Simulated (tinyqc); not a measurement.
What each parameter does: ellipsoidal valleys in the axes of a wafer and a channel.

Valleys with axes a along [111], [1-1-1], [-11-1] and [-1-11], one whole valley each; inverse mass tensor w = 1/mt + (1/ml - 1/mt) a a. Device axes: z = nz/|nz|, x = nx/|nx|, y = z cross x; in them a = (ax, ay, az). Confinement mass mz = 1/w_zz. In the plane w_ij is replaced by u_ij = w_ij - w_iz w_jz/w_zz (i, j = x, y); density-of-states mass md = 1/sqrt(det u); conductivity mass along x mc = 1/u_xx; ballistic transport mass mx = u_yy/det u, width mass my = 1/u_yy.

Hard walls: E_n = c (n pi/t)^2/mz, c = hbar^2/2m0, n = 1, 2, 3. Non-degenerate share of a valley proportional to md sum_n exp(-E_n/kT); mean 1/mc = sum of share/mc. 1 nm = 10 angstrom.

Constants: hbar^2/2m0 = 3.80998211 eV angstrom^2; kB = 8.617333262e-05 eV/K.

Parameters, chosen for this exercise (near those of the L valleys of Ge; the results hold for these values, not for the real material):
```
symbol  value       unit  meaning
ml      1.536       m0    longitudinal mass
mt      0.083       m0    transverse mass
nz      (1, 1, 0)         surface normal (confinement)
nx      (1, -1, 0)        channel direction
t       4.8         nm    thickness of the film
T       400         K     temperature
```

Lowest E1, its share and the mean conductivity mass.

Results for these values:
```
case,lowest E1 (meV),share,mean mc (m0)
base,72.63,0.9570,0.0853
```

What happens to each result for T = 440 K, all else kept?

Answer: lowest E1 does not change at the printed digits; share falls from 0.9570 to 0.9414; mean mc rises from 0.0853 to 0.0862.

The same for each parameter in turn:
```
case,lowest E1 (meV),share,mean mc (m0)
base,72.63,0.9570,0.0853
ml = 1.382 m0,73.42,0.9562,0.0853
mt = 0.091 m0,66.87,0.9412,0.0945
t = 4.32 nm,89.67,0.9810,0.0840
T = 440 K,72.63,0.9414,0.0862
```

Run: tinyqc, `OMP_NUM_THREADS=1 python tinyqc.py 1850660 1850661 out.jsonl`; Intel(R) Xeon(R) Processor @ 2.30GHz, one thread, shared host; about 0.01 s of CPU time with all checks.
